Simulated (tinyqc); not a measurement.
Inputs raised by 5 %, one at a time: size effects in the resistivity of thin metal films and interconnect lines. Computed by tinyqc, a small Python program. Command: `OMP_NUM_THREADS=1 python tinyqc.py 3000098 3000099 out.jsonl size sens`. One thread of a shared host (Intel(R) Xeon(R) Processor @ 2.30GHz), about 0.01 s of CPU time with the checks.

Electrons lose their drift at surfaces (a share 1 - p of the hits) and at grain boundaries (reflection R), besides bulk scattering. The line sits in a trench with a non-conducting liner on both walls and the bottom; the spacing equals the drawn width.

Inputs (values chosen for the exercise, modelled on cobalt):
```
quantity,value,unit
bulk resistivity rho_b,6.29,microohm cm
bulk mean free path lambda,11.7,nm
specularity p,0,-
grain-boundary reflection R,0.3,-
drawn line width w,27,nm
grain size over metal width,1.4,-
aspect ratio (height over width),2,-
liner thickness t,0.4,nm
line length,11,micrometre
permittivity of the dielectric k,3.2,-
```

Geometry: line.

Constants: eps_0 = 8.8541878128e-12 F/m.

Method:
- Metal width w_m = w - 2t, height h_m = (aspect ratio) w - t, grain size D = (ratio) w_m.
- Mayadas-Shatzkes: alpha = (lambda/D) R/(1 - R); rho_b/rho = 1 - 3 alpha/2 + 3 alpha^2 - 3 alpha^3 ln(1 + 1/alpha).
- Fuchs-Sondheimer film: rho_b/rho = 1 - (3/(2 kappa))(1 - p) int_0^1 (s - s^3)(1 - exp(-kappa/s))/(1 - p exp(-kappa/s)) ds, f = rho/rho_b, kappa = thickness/lambda, 80 Gauss-Legendre points.
- Line: the excess of a film of thickness w_m and of a film of thickness h_m are added, rho/rho_b = 1 + (f(w_m) - 1) + (f(h_m) - 1), an estimate that holds best when both sides exceed lambda.
- Total: rho = rho_b [1 + surface excess + grain excess]; resistance per length rho/(w_m h_m); capacitance per length C = 2 k eps_0 (aspect ratio + 1/2), a parallel-plate estimate for two neighbours plus a fixed term for the planes above and below; delay 0.38 R C L^2; effective resistivity per drawn area.

Runs:
```
input moved,from,to,resistivity rho (microohm cm),effective resistivity per drawn area (microohm cm),rho/rho_b from surfaces,rho/rho_b from grains
base run,-,-,9.3222,9.679,1.2841,1.1979
bulk resistivity rho_b (microohm cm),6.29,6.6045,9.7883,10.162,1.2841,1.1979
bulk mean free path lambda (nm),11.7,12.285,9.4809,9.843,1.2997,1.2076
grain-boundary reflection R,0.3,0.315,9.4110,9.771,1.2841,1.2120
drawn line width w (nm),27,28.35,9.1676,9.501,1.2690,1.1884
aspect ratio (height over width),2,2.1,9.2932,9.645,1.2795,1.1979
line length (micrometre),11,11.55,9.3222,9.679,1.2841,1.1979
permittivity of the dielectric k,3.2,3.36,9.3222,9.679,1.2841,1.1979
```

Exponents ln(y'/y) / ln(x'/x):
```
input,resistivity rho,effective resistivity per drawn area,rho/rho_b from surfaces,rho/rho_b from grains
bulk resistivity rho_b,1.000,1.000,0.000,0.000
bulk mean free path lambda,0.346,0.346,0.247,0.165
grain-boundary reflection R,0.194,0.194,0.000,0.240
drawn line width w,-0.343,-0.380,-0.242,-0.163
aspect ratio (height over width),-0.064,-0.071,-0.074,0.000
line length,0.000,0.000,0.000,0.000
permittivity of the dielectric k,0.000,0.000,0.000,0.000
```

To which inputs is each result most sensitive?

Among the inputs moved here: resistivity rho answers most in size to bulk resistivity rho_b (exponent +1.000), next to bulk mean free path lambda (+0.346); its exponent is below 0.0005 for line length, permittivity of the dielectric k. Its exponent +1.000 in bulk resistivity rho_b: everything scales with rho_b at fixed lambda. Effective resistivity per drawn area answers most in size to bulk resistivity rho_b (exponent +1.000), next to drawn line width w (-0.380); its exponent is below 0.0005 for line length, permittivity of the dielectric k. rho/rho_b from surfaces answers most in size to bulk mean free path lambda (exponent +0.247), next to drawn line width w (-0.242); its exponent is below 0.0005 for bulk resistivity rho_b, grain-boundary reflection R, line length, permittivity of the dielectric k. rho/rho_b from grains answers most in size to grain-boundary reflection R (exponent +0.240), next to bulk mean free path lambda (+0.165); its exponent is below 0.0005 for bulk resistivity rho_b, aspect ratio (height over width), line length, permittivity of the dielectric k.
